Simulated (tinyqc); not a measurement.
Minority carriers and saturation current of a heavily doped emitter: two steps of the calculation.

n-type, parabolic bands, full ionisation. eta = (EF - Ec)/kB T solves N = Nc F12(eta), F12(x) = (2/sqrt(pi)) int_0^infinity sqrt(u)/(1 + exp(u - x)) du. The gap shrinks rigidly by dEg = E1 [ln(N/N0) + sqrt(ln^2(N/N0) + 0.5)], an empirical law that is here taken as the true narrowing.

Parameters, values chosen for the exercise; band and dielectric values close to those of silicon: temperature T = 400 K; band gap Eg = 1.12 eV; conduction-band density of states at 400 K Nc = 4.25e19 cm^-3; valence-band density of states at 400 K Nv = 4.02e19 cm^-3; ionised donor density N = 1.5e20 cm^-3; energy of the narrowing law E1 = 10 meV; density of the narrowing law N0 = 7.2e16 cm^-3.

Constants: q = 1.602176634e-19 C, kB = 1.380649e-23 J/K, Vt = kB T/q. Results are converted to the units shown.

Problem 1. Fermi level. Newton step on ln F12(eta) = ln(N/Nc): eta(new) = eta - ln(Nc F12/N) F12/Fm, Fm(x) = dF12/dx = (1/sqrt(pi)) int_0^infinity u^(-1/2)/(1 + exp(u - x)) du.

eta at the start (Boltzmann value) = 1.2611

Wanted: F12; Fm; eta after iteration 1.

Solution 1.

F12 = 1.859
Fm = 1.144
eta after iteration 1 = 2.303

Problem 2. Effective intrinsic density. ni = sqrt(Nc Nv) exp(-Eg/(2 Vt)), Eg in volts; degeneracy factor g = F12(eta) exp(-eta); nie^2 = ni^2 exp(dEg/kB T) g, p0 = nie^2/N; apparent narrowing dEg + kB T ln g.

converged eta = 2.4531954

Find: ni; dEg; g; apparent narrowing; nie; p0.

Solution 2.

ni = 3.636e12 cm^-3
dEg = 153.2 meV
g = 0.3036
apparent narrowing = 112.1 meV
nie = 1.848e13 cm^-3
p0 = 2.276e6 cm^-3

Narrowing multiplies p0 by 85.1 and degeneracy by 0.304.

Range of the model: Band tails, non-parabolic bands and incomplete ionisation are left out.

Program tinyqc, `OMP_NUM_THREADS=1 python tinyqc.py 2330068 2330069 out.jsonl`; Intel Xeon 2.30GHz, shared host, one thread, about 0.01 s.
